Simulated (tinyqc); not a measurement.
Range and order of the fit: effective mass of the light-hole band from tabulated energies.

c = hbar^2/2m0.
Constants: hbar^2/2m0 = 3.80998211 eV angstrom^2.

Energies along [100], from the band edge downward:
```
k (1/angstrom),E (meV)
0.000000,0.00000
0.004900,1.01490
0.009800,4.04200
0.014700,9.03000
0.019600,15.89490
0.024500,24.52330
0.029400,34.77620
0.034300,46.49350
0.039200,59.49870
```

reference mass (curvature of the model at k = 0.0001 1/angstrom) = 0.090009 m0

Least-squares fits of E = a k^2 (+ b k^4 + d k^6) over points 1 to n, and the line y = c k^2/E against E; errors of m against the reference.

Results:
```
n,E at point n (meV),one term (%),two terms (%),three terms (%),line (%),"rms residual, one term (meV)"
3,9.0,1.16,0.01,-0.01,-0.01,0.016
4,15.9,1.99,0.02,0.00,-0.01,0.049
5,24.5,3.01,0.04,0.00,-0.02,0.114
6,34.8,4.25,0.09,0.00,-0.04,0.224
7,46.5,5.70,0.16,0.00,-0.07,0.395
8,59.5,7.36,0.26,0.01,-0.12,0.643
```

What can be read from this table?

The error of the parabola goes from +1.16 to +7.36 % as the range widens, and at n = 8 its residual, 0.64 meV, is only 1.1 % of the top energy: a small residual does not vouch for the mass. Over the full range (n = 8) the best form is three terms (0.01 %); the line errs by -0.01 % at n = 3 and -0.12 % at n = 8. Without scatter, a narrower range or a second term is the cure: at n = 8 the errors are +7.36, +0.26 and +0.01 % for one, two and three terms. Three terms on three points interpolate exactly.

Program tinyqc; command `OMP_NUM_THREADS=1 python tinyqc.py 1850189 1850190 out.jsonl`; about 0.01 s on one thread of a shared Intel(R) Xeon(R) Processor @ 2.30GHz.
